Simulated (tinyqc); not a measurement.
Longitudinal sound in a periodic multilayer: transfer matrices, stop bands and folded phonons. Changing the density rho_2. Computed by tinyqc, a small Python program. Command: `OMP_NUM_THREADS=1 python tinyqc.py 3007804 3007805 out.jsonl multilayer sweep`. One thread of a shared host (Intel(R) Xeon(R) Processor @ 2.30GHz), about 0.01 s of CPU time with the checks.

Layers 1 and 2 repeat with period d = d_1 + d_2; waves travel normal to the layers, without loss. State vector (u, s): displacement u and stress divided by omega. Impedances Z = rho v are in 1e6 kg/(m^2 s).

Inputs (values chosen for the exercise, modelled on gallium arsenide (layer 1), aluminium arsenide (layer 2) and silica (substrate)):

| quantity | value | unit |
|---|---|---|
| density rho_1 | 5.38 | g/cm^3 |
| velocity v_1 | 4800 | m/s |
| thickness d_1 | 406 | nm |
| velocity v_2 | 5670 | m/s |
| thickness d_2 | 484 | nm |
| substrate density | 2.23 | g/cm^3 |
| substrate velocity | 5880 | m/s |
| periods N | 12 | - |

Method:
- Z = rho v; interface reflection r = (Z_2 - Z_1)/(Z_2 + Z_1) (stress amplitude, from 1 into 2); Bragg frequency f_B = 1/[2 (d_1/v_1 + d_2/v_2)]; long-wave velocity v_eff = d/sqrt[(d_1/v_1)^2 + (d_2/v_2)^2 + (Z_1/Z_2 + Z_2/Z_1)(d_1/v_1)(d_2/v_2)].
- A layer maps (u, s) by [[cos p, sin p/Z], [-Z sin p, cos p]], p = 2 pi f d_i/v_i; one period is M = M_2 M_1, and cos(q d) = trace(M)/2.
- For N periods A = M^N. A wave comes from a thick layer of material 1 and leaves into the substrate (Z_s): transmitted power T = 4 Z_1 Z_s/|Z_1 A_22 + Z_s A_11 - i (Z_1 Z_s A_12 - A_21)|^2, reflected power R = 1 - T.
- Gap m contains m f_B; its edges, where trace(M)/2 = (-1)^m, are found by root search. Weak-contrast estimate of the width: (4 f_B/pi) |r sin(m pi a)|, a = (d_1/v_1)/(d_1/v_1 + d_2/v_2).

One run for each value:

| density rho_2 (g/cm^3) | width/f_B (%) | transmitted power at f_B | interface reflection r | long-wave velocity v_eff (m/s) |
|---|---|---|---|---|
| 5.01 | 6.07 | 1.8645e-01 | 0.04762 | 5231.0 |
| 7.05 | 27.60 | 5.6736e-05 | 0.21505 | 5114.5 |
| 9.92 | 48.35 | 1.5639e-08 | 0.37069 | 4863.9 |
| 14.00 | 68.00 | 4.0132e-12 | 0.50907 | 4507.6 |
| 19.60 | 85.61 | 1.2487e-15 | 0.62289 | 4097.0 |
| 27.60 | 101.74 | 3.3795e-19 | 0.71671 | 3652.1 |
| 38.80 | 115.94 | 9.5223e-23 | 0.78990 | 3211.6 |
| 54.70 | 128.46 | 2.5063e-26 | 0.84627 | 2790.0 |

Over the rows, width/f_B (%) rises from 6.07 to 128 (exponent d ln y / d ln x 4.4 between the first rows and 0.30 between the last); transmitted power at f_B falls from 0.186 to 2.51e-26 (exponent d ln y / d ln x about -24 throughout); interface reflection r rises from 0.0476 to 0.846 (exponent d ln y / d ln x 4.4 between the first rows and 0.20 between the last). Contrast widens the gap and deepens it; it also slows long waves, since the soft layer sets the stiffness and the heavy one the mass.

Caution (rows 9.92, 14.0, 19.6, 27.6, 38.8, 54.7): so small a transmitted power at f_B holds only for perfect layers and strictly normal incidence.
